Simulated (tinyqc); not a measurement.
# Worked calculation: deep-level transient spectroscopy

tinyqc, about 0.01 s, one thread, Intel Xeon 2.30GHz (shared host): `OMP_NUM_THREADS=1 python tinyqc.py 2050025 2050026 out.jsonl` Printed values are rounded.

Schottky contact on an n-type layer with shallow donors Nd (all ionised) and a donor-like deep trap, neutral when filled and positive when empty; depletion approximation. Traps within lam of the depletion edge stay filled. A long pulse to Vp fills the traps beyond x1 = Wp - lam; back at Vr those between x1 and x2 = Wr - lam emit. A rate window reads S = C(t2) - C(t1).

Values chosen for this exercise; material values close to those of gallium nitride:

| symbol | value | unit | meaning |
|---|---|---|---|
| eps_r | 9.62 |  | relative permittivity |
| Nc | 2.27e18 | cm^-3 | conduction-band density of states at 300 K |
| vth | 2.6e7 | cm/s | thermal velocity at 300 K |
| Nd | 1.6e15 | cm^-3 | shallow donor density |
| Vbi | 1.02 | V | built-in voltage |
| Et | 0.16 | eV | depth of the trap below the conduction edge |
| sn | 4.4e-14 | cm^2 | capture cross-section |
| Nt | 7.5e12 | cm^-3 | trap density |
| Vr | 9.9 | V | reverse bias |
| Vp | 0 | V | reverse bias during the filling pulse |
| t1 | 5 | ms | first sampling time |
| t2 | 50 | ms | second sampling time |
| T | 85 | K | temperature of the transient |

Constants: q = 1.602176634e-19 C, kB = 1.380649e-23 J/K, eps0 = 8.8541878128e-14 F/cm where lengths are in cm. Results are converted to the units shown.

Range of the model: Below about 110 K shallow donors begin to freeze out, which the model ignores.

## Emission rate and rate window

Emission rate en = sn vth(T) Nc(T) exp(-Et/kB T) = sn g T^2 exp(-Et/kB T), g = vth Nc/(300 K)^2, as vth goes as T^0.5 and Nc as T^1.5 (degeneracy factor 1). For an exponential transient S peaks where en = ew = ln(t2/t1)/(t2 - t1).

g = 6.557778e20 cm^-2 s^-1 K^-2
en = 67.98388 1/s
1/en = 14.70937 ms
ew = 51.16856 1/s

## Widths

lam = sqrt(2 eps0 eps_r (EF - ET)/(q Nd)), EF - ET = Et - (kB T/q) ln(Nc(T)/Nd), Nc(T) = Nc (T/300 K)^1.5. In the steady state at the band bending V, 2 eps0 eps_r V/q = Nd W^2 + Nt (W - lam)^2 (the second term only if W > lam). V = Vbi + Vr gives Wr and V = Vbi + Vp gives Wp; x1 = max(Wp - lam, 0).

lam = 283.2105 nm
Wr = 2688.808 nm
Wp = 822.4787 nm
x1 = 539.2682 nm
x2 = 2405.598 nm
G = (x2^2 - x1^2)/Wr^2 = 0.7602111

The rule Nt = 2 Nd |dC|/C assumes G = 1 and would understate Nt by a factor of about 1/G = 1.32 here (the limit of small Nt/Nd).

## The transient

t, sample 0 to 6 (ms): 0  2.5  5  27.5  50  100  250

W(t)^2 = Wr^2 + (Nt/Nd)(x2^2 - x1^2) exp(-en t), C = eps0 eps_r/W; for small Nt, dC/C = -(Nt/2 Nd) G exp(-en t) with G = (x2^2 - x1^2)/Wr^2. S = C(t2) - C(t1).

```
sample  C (nF/cm^2)  C - C(final) (pF/cm^2)
0          3.162216               -5.629251
1          3.163094               -4.751371
2          3.163835               -4.010136
3          3.166976               -0.869946
4          3.167657               -0.188504
5          3.167839               -0.006297
6          3.167846                0.000000
```

S = 3.821632 pF/cm^2

## Step 1: peak temperature

T at the start = 300 K

Fixed-point step for en(T) = ew: T(new) = (Et q/kB)/ln(sn g T^2/ew), g = vth Nc/(300 K)^2.

T after step 1 = 75.32281 K

## Course of the iteration for the peak temperature

Start from 300 K; stop when T changes by less than 1e-8 K.

Course of the iteration:
```
step     T (K)  change (K)
1     75.32281         225
2     84.83530        9.51
3     83.92323       0.912
4     84.00531      0.0821
5     83.99788     7.43e-3
6     83.99855     6.72e-4
7     83.99849     6.08e-5
8     83.99850     5.50e-6
9     83.99850     4.98e-7
10    83.99850     4.51e-8
11    83.99850     4.08e-9
```

Converged in 11 steps; each multiplies the error by -2 kB T/Et = -0.090.
